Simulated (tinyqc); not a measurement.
Hole subbands of a hard-walled well, four-band Luttinger model: sweeps and comparisons. A value that a table varies takes the place of the one given here.

Hole energies are counted downwards from the unstrained band edge, c = hbar^2/2m0. After the usual block transformation one block is H = [[P + Q - Zs, R - i S], [R + i S, P - Q + Zs]] in (heavy, light), with P +/- Q = c [(g1 +/- g2) k^2 + (g1 -/+ 2 g2) kz^2], R = sqrt(3) c gR k^2, S = 2 sqrt(3) c g3 k kz, kz = -i d/dz; axial approximation gR = (g2 + g3)/2. Zs = b (e_par - e_perp) is the shear part of the strain (the hydrostatic part shifts all levels alike and is left out). Basis sqrt(2/L) sin(n pi z/L), n = 1 to N, for each component: kz^2 gives (n pi/L)^2 and the heavy-light block is R delta_nm - 2 sqrt(3) c g3 k D_nm with D_nm = 4 n m/(L (n^2 - m^2)) for n + m odd, 0 otherwise. The other block has the same levels. The split-off band is left out.

Constants: hbar^2/2m0 = 3.80998211 eV angstrom^2.

Inputs chosen for the exercise (near those of GaAs; shifted at random, so the results belong to these values and not to a real crystal):

| symbol | value | unit | meaning |
|---|---|---|---|
| g1 | 6.96 |  | Luttinger gamma1 |
| g2 | 2.04 |  | gamma2 |
| g3 | 2.94 |  | gamma3 |
| L | 110 | angstrom | well width along [001] |
| Zs | 0 | eV | shear strain energy |
| k | 0.0395 | 1/angstrom | wave vector in the plane |
| Zlist | (-0.0233, -0.0187, -0.0084, -0.0046, 0, 0.0085, 0.0298) | eV | shear strain energies (negative: tension in the plane, for b < 0) |

## Which coupling does what

N = 20, at the given k. Diagonal: R = S = 0. Along [100] and [110] gR is g2 and g3 instead of their mean.

Hole energies (meV):

| model | E1 | E2 | E3 | E4 |
|---|---|---|---|---|
| diagonal | 62.45 | 63.56 | 89.30 | 134.05 |
| R alone | 37.36 | 81.56 | 88.65 | 130.88 |
| S alone | 31.09 | 42.41 | 80.48 | 89.72 |
| axial | 20.73 | 40.34 | 77.92 | 97.54 |
| [100] | 23.69 | 41.28 | 78.62 | 95.30 |
| [110] | 17.51 | 39.10 | 77.13 | 99.96 |

What does this show, and why?

The couplings move E1 by -41.72 meV: R alone by -25.09, S alone by -31.37, so S matters more at k L/pi = 1.38 (R grows as k^2 and joins equal n, S as k and joins n of opposite parity). Warping spreads E1 by 6.18 meV between [100] and [110], the hole being heavier along [110]; the axial value lies between them.

## Strain

N = 20. dE is the rise of the top subband from k = 0 to k1 = pi/(4L), m1 = c k1^2/dE (dash if dE is not positive), and the heavy weight is taken at k = pi/L.

Top subband:

| Zs (eV) | HH1 (meV) | LH1 (meV) | dE (meV) | heavy weight | m1 (m0) |
|---|---|---|---|---|---|
| -0.0233 | 32.3 | 11.0 | -0.047 | 0.191 | - |
| -0.0187 | 27.7 | 15.6 | -0.272 | 0.236 | - |
| -0.0084 | 17.4 | 25.9 | 1.215 | 0.388 | 0.160 |
| -0.0046 | 13.6 | 29.7 | 1.297 | 0.466 | 0.150 |
| 0.0000 | 9.0 | 34.3 | 1.344 | 0.572 | 0.145 |
| 0.0085 | 0.5 | 42.8 | 1.399 | 0.758 | 0.139 |
| 0.0298 | -20.8 | 64.1 | 1.481 | 0.933 | 0.131 |

How do the results move?

HH1 and LH1 cross at Zs = -2 c g2 (pi/L)^2 = -0.0127 eV; for more negative Zs the light hole is on top. Among the rows with HH1 on top, m1 goes from 0.160 to 0.131 m0 as the splitting widens from 9 to 85 meV, against the unmixed 1/(g1 + g2) = 0.111: compression lightens the holes here. A dash marks a top subband whose hole energy at k1 lies below that at k = 0: an electron-like (negative) mass. m1 describes the neighbourhood of k = 0 only; where HH1 and LH1 lie close, the band may peak further out.

## Size of the sine basis

The four lowest hole energies at the given k for growing N.

Hole energies (meV):

| N | E1 | E2 | E3 | E4 |
|---|---|---|---|---|
| 2 | 24.130 | 53.872 | 119.077 | 184.711 |
| 3 | 21.093 | 42.337 | 94.186 | 110.982 |
| 4 | 21.087 | 40.949 | 79.764 | 100.265 |
| 6 | 20.838 | 40.524 | 78.364 | 98.054 |
| 10 | 20.754 | 40.379 | 78.002 | 97.623 |
| 20 | 20.733 | 40.341 | 77.918 | 97.536 |
| 40 | 20.731 | 40.336 | 77.907 | 97.526 |
| 80 | 20.730 | 40.335 | 77.905 | 97.524 |

Is N = 3 enough for 1 meV in the two lowest levels?

No: against N = 80, N = 3 errs by up to 2.00 meV in E1 and E2, always upwards, as a variational basis must. Both are within 0.1 meV of N = 80 from N = 10 on; N = 40 and N = 80 differ by 6.6e-04 meV at most.

## What each parameter does

N = 20; the three lowest hole energies at the given k and the heavy weight of the lowest. Each row changes one parameter from the base and keeps the others.

Results:

| case | E1 (meV) | E2 (meV) | E3 (meV) | heavy weight |
|---|---|---|---|---|
| base | 20.73 | 40.34 | 77.92 | 0.477 |
| g1 = 7.52 | 27.03 | 49.77 | 94.01 | 0.471 |
| g2 = 1.84 | 22.09 | 41.84 | 83.13 | 0.473 |
| g3 = 2.7 | 24.31 | 45.40 | 83.37 | 0.473 |
| L = 120 angstrom | 18.52 | 35.37 | 67.37 | 0.461 |
| Zs = -0.01 eV | 19.10 | 44.55 | 84.18 | 0.363 |
| k = 0.0513 1/angstrom | 26.13 | 45.31 | 84.38 | 0.434 |

What does this show?

The largest shifts from the base row, up to three for each result and ties (the steps differ in size, so this ranks the rows, not the parameters). E1 (meV): g1 +6.30, k +5.39, g3 +3.57. E2 (meV): g1 +9.42, g3 +5.06, k +4.97, L -4.97. E3 (meV): g1 +16.09, L -10.54, k +6.46. heavy weight: Zs -0.114, k -0.043, L -0.016.

Computed by tinyqc, a small Python program: `OMP_NUM_THREADS=1 python tinyqc.py 1252729 1252730 out.jsonl` (the numbers bound the seed that draws the inputs); one thread of a shared host (Intel(R) Xeon(R) Processor @ 2.30GHz), about 0.1 s for the whole set of steps.
